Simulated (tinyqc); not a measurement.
Four methods from the same start: geometry relaxation of a small cluster. Computed by tinyqc, a small Python program. Command: `OMP_NUM_THREADS=1 python tinyqc.py 3024206 3024207 out.jsonl relax walk`. One thread of a shared host (Intel(R) Xeon(R) Processor @ 2.30GHz), about 0.03 s of CPU time with the checks.

E = sum_i {sum_j A exp(-p (r_ij/r0 - 1)) - xi sqrt(rho_i)}, rho_i = sum_j exp(-2 q (r_ij/r0 - 1)); the force on i is -sum_j w_ij (R_i - R_j)/r_ij with w_ij = -(2p/r0) A exp(-p (r_ij/r0 - 1)) + (xi q/r0) exp(-2 q (r_ij/r0 - 1)) (rho_i^(-1/2) + rho_j^(-1/2)).

Inputs (values chosen for the exercise, for model atoms): length r0 = 3 angstrom; repulsion A = 0.17 eV; hopping xi = 1.92 eV; decay p = 10.6; decay q = 3.25; step factor eta = 0.024 angstrom^2/eV; largest number of steps = 500.

Potential: Gupta. Method: FIRE.

starting positions (angstrom), rows atom 1, atom 2, atom 3, atom 4, columns x, y, z:
$$\begin{pmatrix}
0.17 & -0.02 & -0.15 \\
3.01 & -0.09 & -0.04 \\
1.4 & 2.35 & -0.03 \\
1.47 & 0.71 & 2.24
\end{pmatrix}$$

Method:
- FIRE with unit mass: if F.v > 0, v = (1 - a) v + a |v| F/|F|, and after more than 5 such steps in a row dt = min(1.1 dt, 5 dt0), a = 0.99 a; else v = 0, a = 0.1, and dt = dt/2 (not at the first step). Then v = v + dt F, R(new) = R + dt v. dt0 = sqrt(eta), a = 0.1 at first.
- No atom moves more than 0.3 angstrom a step (the whole step is scaled). Stop when the largest force component is below 1e-5 eV/angstrom.
- Hessian at the final positions by central differences of the forces; six eigenvalues vanish (translations and rotations). Steepest descent is stable for eta below 2/lambda_max and contracts the softest mode by 1 - eta lambda_min a step.
- Steepest descent: R(new) = R + eta F.
- Conjugate gradient (Polak-Ribiere): d = F + beta d(old), beta = max(0, F.(F - F(old))/|F(old)|^2), d = F at first; step length from one secant, s = eta (F.d)/(F.d - F(R + eta d).d), replaced by eta if that is not positive; R(new) = R + s d.
- BFGS: R(new) = R + B F with the inverse Hessian B = eta 1 at first; with s = R(new) - R, y = F - F(new), rho = 1/(y.s): B(new) = (1 - rho s y^T) B (1 - rho y s^T) + rho s s^T, skipped if y.s is not positive.
- In this comparison each method may take up to 1500 steps.

contraction of the softest mode = 0.892986

non-zero eigenvalues (eV/angstrom^2): [4.4589, 4.4590, 11.2741, 11.2743, 11.2744, 31.9740]

condition number = 7.17081

Cost:
```
method              steps  force calls  final E (eV)  calls to reach 1e-2
steepest descent       90           91       -12.530                   30
conjugate gradient     15           31       -12.530                   15
BFGS                   19           20       -12.530                   12
FIRE                   95           96       -12.530                   42
```

What follows from these numbers?

In force calls the order is BFGS (20), conjugate gradient (31), steepest descent (91), FIRE (96). All that converged end at the same energy. Near the minimum steepest descent multiplies the slowest mode by 0.893 in size a step, 20 steps a decade of force, at a condition number of 7.2. On this problem it beats FIRE in force calls.

Extremes, crossings and ranges named in words are read from the listed rows.
